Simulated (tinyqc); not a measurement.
The same layer on three faces: model-solid line-up of a strained alloy layer on a substrate.

All values of the alloy are linear in x but the gap, Eg(x) = (1 - x) Eg_A + x Eg_B - C x (1 - x), and the valence edge, Ev(x) = (1 - x) Ev_A + x Ev_B + fv C x (1 - x); Ec = Ev + Eg. Ev is the top of the unstrained valence band on a scale common to all materials. In the layer only the Gamma valley of the conduction band is followed, also where an X or L valley would lie lower.

Coherent growth: e_par = (a_s - a)/a. (001): e_perp = -2 (C12/C11) e_par; exx = eyy = e_par, ezz = e_perp, no shear. (111): e_perp = -(2 C11 + 4 C12 - 4 C44)/(C11 + 2 C12 + 4 C44) e_par; exx = eyy = ezz = (2 e_par + e_perp)/3 and exy = eyz = ezx = (e_perp - e_par)/3. (110): e_perp = -(C11 + 3 C12 - 2 C44)/(C11 + C12 + 2 C44) e_par; exx = eyy = (e_par + e_perp)/2, ezz = e_par, exy = (e_perp - e_par)/2, eyz = ezx = 0.

Strained edges: Ec + ac tr(e); the valence edges are Ev plus the levels of the 6 x 6 matrix of X, Y, Z times spin with -Dso/3 + l exx + m (eyy + ezz) on the diagonal (cyclic), n exy off it, l = av + 2 b, m = av - b, n = sqrt(3) d. Spin-orbit term (Dso/3) L.sigma on X, Y, Z with (L_k)_ij = -i epsilon_kij: <X+|H|Y+> = -i Dso/3, <X+|H|Z-> = Dso/3, <Y+|H|Z-> = -i Dso/3, <Z+|H|X-> = -Dso/3, <Z+|H|Y-> = i Dso/3, <X-|H|Y-> = i Dso/3, and their conjugates; + and - are the spin along z.

Parameters, chosen for this exercise (A near InP, B near GaP, substrate near GaAs; the results hold for these values, not for the real material):
- a = (5.867, 5.453) angstrom (lattice constant of A, B)
- Eg = (1.444, 2.87) eV (gap at Gamma to the s-like level of A, B)
- Dso = (0.109, 0.081) eV (spin-orbit splitting of A, B)
- Ev = (-0.95, -1.26) eV (top of the unstrained valence band of A, B)
- ac = (-6.09, -8.19) eV (conduction deformation potential of A, B)
- av = (0.61, 1.7) eV (valence hydrostatic potential of A, B)
- b = (-2.01, -1.6) eV (tetragonal shear potential of A, B)
- d = (-4.94, -4.62) eV (trigonal shear potential of A, B)
- C11 = (101.1, 140.7) GPa (of A, B)
- C12 = (55.6, 61.8) GPa (of A, B)
- C44 = (45.7, 71.2) GPa (of A, B)
- C = 0.595 eV (bowing of the gap)
- fv = 0.2 (share of the bowing taken by the valence edge)
- a_s = 5.653 angstrom (substrate)
- x = 0.4 (fraction of B)

Composition and substrate are kept.

Cases:

| face |
|---|
| (001) |
| (111) |
| (110) |

Rank the cases by gap (eV), lowest first.

Answer: (001), (110), (111).

Results:

| face | e_perp (%) | tr(e) (%) | shift of Ec (meV) | shift of Ev (meV) | valence splitting (meV) | gap (eV) |
|---|---|---|---|---|---|---|
| (001) | 0.843 | -0.855 | 59.2 | 22.3 | 40.4 | 1.9085 |
| (111) | 0.451 | -1.247 | 86.4 | 23.1 | 43.4 | 1.9349 |
| (110) | 0.531 | -1.167 | 80.9 | 24.7 | 46.3 | 1.9278 |

The layer yields most along the normal on (001) and least on (111), so the volume change, and with it the shift of Ec, is largest on (111). The valence splitting, set by b on (001), by d on (111) and by both on (110), is largest on (110). The gaps span 26 meV, from (001) to (111).

Run: tinyqc, `OMP_NUM_THREADS=1 python tinyqc.py 1080045 1080046 out.jsonl`; Intel(R) Xeon(R) Processor @ 2.30GHz, one thread, shared host; about 0.02 s of CPU time with all checks.
